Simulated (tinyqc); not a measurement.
## Barrier and mass from two temperatures

Question. The saturation current of a Schottky diode is J0 = A* T^2 exp(-q phi/(kB T)) with a fixed barrier and A* = 4 pi q me m0 kB^2/h^3 (times 1e-4 for A/(cm^2 K^2)). Find phi, A* and me.

Constants: q = 1.602176634e-19 C, kB = 1.380649e-23 J/K, h = 6.62607015e-34 J s, m0 = 9.1093837015e-31 kg. Results are converted to the units shown.

J0 at 250 and 400 K (A/cm^2): 2.4463668e-12  2.8136413e-5

Solution. The slope of ln(J0/T^2) against q/(kB T) is -phi and the intercept is ln A*.

phi = 0.8800 eV
A* = 21.51 A/(cm^2 K^2)
me = 0.1790 m0

Program tinyqc, `OMP_NUM_THREADS=1 python tinyqc.py 2640089 2640090 out.jsonl`; Intel Xeon 2.30GHz, shared host, one thread, about 0.01 s.
